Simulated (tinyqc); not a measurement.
Moment against the Stoner parameter: Stoner model of a band ferromagnet.

Density of states per atom and spin: flat with a rise to the top, D(e) = (M/W) [1 - sp + 4 sp (e/W + 1/2)^3]. Levels e -/+ I m/2 for up and down spin, m = n_up - n_down, n_up + n_down = nd. At zero temperature e(N) is the energy below which N states lie, and E(m) = sum over spins of integral e D de - I m^2/4.

Parameters, chosen for this exercise: W = 4.2 eV (band width, e from -W/2 to W/2); M = 5 (states per atom and spin); nd = 3.11 (electrons per atom); sp = 0.46 (shape parameter).

Lowest state for each I.

Results:
```
I (eV)  I D(EF)  m (muB)  E - E(0) (meV)
0.64      0.604    0.000             0.0
0.85      0.802    0.000             0.0
0.96      0.906    0.000             0.0
1.06      1.000    0.000             0.0
1.17      1.104    3.110          -220.7
1.33      1.255    3.110          -607.5
1.59      1.500    3.110         -1236.2
1.91      1.802    3.110         -2010.0
```

A moment first appears at I = 1.17 eV of those listed, where I D(EF) = 1.104. It is saturated at 3.110 from I = 1.17 eV on. Between that row and the one before it m goes from zero to saturation; the table does not show whether the onset is abrupt.

Run: tinyqc, `OMP_NUM_THREADS=1 python tinyqc.py 1650364 1650365 out.jsonl`; Intel(R) Xeon(R) Processor @ 2.30GHz, one thread, shared host; about 0.1 s of CPU time with all checks.
